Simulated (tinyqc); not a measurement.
Raising D: domain walls in a thin film with perpendicular anisotropy: Bloch, Neel and chiral walls, motion and stripe domains. Computed by tinyqc, a small Python program. Command: `OMP_NUM_THREADS=1 python tinyqc.py 3011784 3011785 out.jsonl mwall walk`. One thread of a shared host (Intel(R) Xeon(R) Processor @ 2.30GHz), about 0.01 s of CPU time with the checks.

One-dimensional wall: polar angle theta(x), azimuth phi of the moment in the wall (phi = 0 Neel, 90 degrees Bloch). mu_0 = 1.25663706212e-6 T m/A, gamma = 1.76085963023e11 rad/(s T).

Inputs (values chosen for the exercise, for a model film):
```
quantity,value,unit
saturation magnetisation M_s,933,kA/m
exchange stiffness A,15,pJ/m
uniaxial anisotropy K_u,635,kJ/m^3
DMI constant D,0.13,mJ/m^2
thickness t,1.1,nm
```

Method. K_eff = K_u - mu_0 M_s^2/2; Delta = sqrt(A/K_eff); sigma_0 = 4 sqrt(A K_eff); profile theta = 2 arctan exp(x/Delta); quality factor Q = 2 K_u/(mu_0 M_s^2). sigma(phi) = sigma_0 + 2 Delta K_D cos^2(phi) - pi D cos(phi), with the wall shape anisotropy K_D = N_x mu_0 M_s^2/2, N_x = t ln 2/(pi Delta). The minimum has cos(phi) = D/D_N for D < D_N = 4 Delta K_D/pi and phi = 0 beyond; sigma turns negative at D_c = (sigma_0 + 2 Delta K_D)/pi.

D_N = 0.169014 mJ/m^2

D_c = 1.54781 mJ/m^2

width parameter Delta = 13.0517 nm

sigma_0 = 4.59710 mJ/m^2

Wall against D; the last column is the Kaplan-Gehring width, log10[0.955 t exp(pi sigma/(mu_0 M_s^2 t))/nm], with a dash where it falls below 10 Delta and the formula fails:
```
D (mJ/m^2),phi (degrees),sigma (mJ/m^2),sigma/sigma_0,log10 domain width
0.034,78.395,4.5864,0.99766,5.2218
0.085,59.807,4.5300,0.98539,5.1578
0.140,34.072,4.4149,0.96037,5.0274
0.310,0.000,3.8887,0.84590,4.4307
0.620,0.000,2.9148,0.63405,3.3264
0.930,0.000,1.9409,0.42220,2.2222
1.200,0.000,1.0927,0.23769,-
1.400,0.000,0.4644,0.10101,-
```

What does the comparison show, and why?

D_N is 11 % of D_c, so a small D fixes the chirality long before it lowers the energy much. Beyond D_N sigma falls by pi per unit of D, and the domain width, which has sigma in an exponent, drops by 3.0 decades over the valid rows (values above 6 mean a single domain in any device).

Extremes, crossings and ranges named in words are read from the listed rows.
